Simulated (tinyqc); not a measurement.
## Pinning factor and decay constant from two barriers

Question. phiB = S (phiM - chi) + (1 - S)(Eg - E0) with S = 1/(1 + (1/S0 - 1) exp(-be ti)). Find S0, S at the given thickness and be.

Parameters, values chosen for the exercise; semiconductor values close to those of 4H silicon carbide; interlayer mass of the order of that in lanthanum oxide, offset chosen freely: band gap Eg = 3.18 eV; electron affinity chi = 3.58 eV; charge-neutrality level above the valence band E0 = 1.9 eV; metal work function phiM = 3.88 eV.

phiB at ti = 0, 0.3 nm (eV): 0.643  0.52354346

Solution. Each barrier gives its S by linear interpolation between the pinned and the unpinned value; the ratio of the two values of 1/S - 1 is exp(be ti).

S0 = 0.650
S = 0.772
be = 2.00 1/nm

tinyqc, about 0.02 s, one thread, Intel Xeon 2.30GHz (shared host): `OMP_NUM_THREADS=1 python tinyqc.py 2270045 2270046 out.jsonl`
